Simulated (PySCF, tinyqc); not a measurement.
Inside a calculation. Method: RHF in the sto-6g basis, for B+, spin multiplicity 1. This run ends on a higher stationary point, not on the lowest solution. The lowest restricted solution is unstable here: a spin-polarised one lies 0.0000 hartree lower (PySCF). One step of it, computed by the program tinyqc.

Problem. Orthogonalisation. S = U s U^T; symmetric (Loewdin) form X = U s^(-1/2) U^T, so that X^T S X = 1.

overlap S, lower triangle:
```
           1B 1s     1B 2s    1B 2px    1B 2py    1B 2pz
1B 1s   1.000000
1B 2s   0.264891  1.000000
1B 2px  0.000000  0.000000  1.000000
1B 2py  0.000000  0.000000  0.000000  1.000000
1B 2pz  0.000000  0.000000  0.000000  0.000000  1.000000
```

Give: eigenvalues of S; X.

Solution.

eigenvalues of S: 0.7351  1.0000  1.0000  1.0000  1.2649

X, lower triangle:
```
          1B 1s   1B 2s  1B 2px  1B 2py  1B 2pz
1B 1s    1.0277
1B 2s   -0.1386  1.0277
1B 2px   0.0000  0.0000  1.0000
1B 2py   0.0000  0.0000  0.0000  1.0000
1B 2pz   0.0000  0.0000  0.0000  0.0000  1.0000
```
